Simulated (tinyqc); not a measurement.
Orbital energy against energy difference: ionisation energy by orbital energies and by energy differences in the 6-31g basis, for BeH2, spin multiplicity 1. Computed by the program tinyqc with PySCF. 

Geometry (angstrom):

| atom | x | y | z |
|---|---|---|---|
| Be | 0.0000 | 0.0000 | 0.0000 |
| H | 0.0000 | 1.2930 | 0.0000 |
| H | 0.0000 | -1.2930 | 0.0000 |

CCSD(T) difference in the same basis = 11.7313 eV

IP-EOM-CCSD = 11.7680 eV

The cation is unrestricted; errors are against CCSD(T) in this basis, not against experiment.

First vertical ionisation energy (eV):

| method | -e(HOMO) | E(cation) - E | error of -e(HOMO) | error of the difference |
|---|---|---|---|---|
| HF | 12.3128 | 11.532542 | 0.5815 | -0.1988 |
| LDA | 7.4622 | 11.793141 | -4.2692 | 0.0618 |
| PBE | 7.4872 | 11.815527 | -4.2441 | 0.0842 |
| B3LYP | 8.6895 | 12.068189 | -3.0418 | 0.3369 |
| PBE0 | 8.8799 | 12.001587 | -2.8514 | 0.2703 |
| CAM-B3LYP | 10.3805 | 12.162767 | -1.3508 | 0.4315 |
| LC-wPBE | 11.8620 | 12.318373 | 0.1307 | 0.5871 |

Koopmans errs by +0.58 eV and Delta-HF by -0.20 eV: relaxation, 0.78 eV, lowers the value and the missing correlation difference works against it. The PBE level is off by -4.2 eV through the wrong tail of its potential, though its energy difference is off by +0.08 eV; exact exchange deepens the level, and among the orbital energies LC-wPBE comes closest; among the differences LDA does.
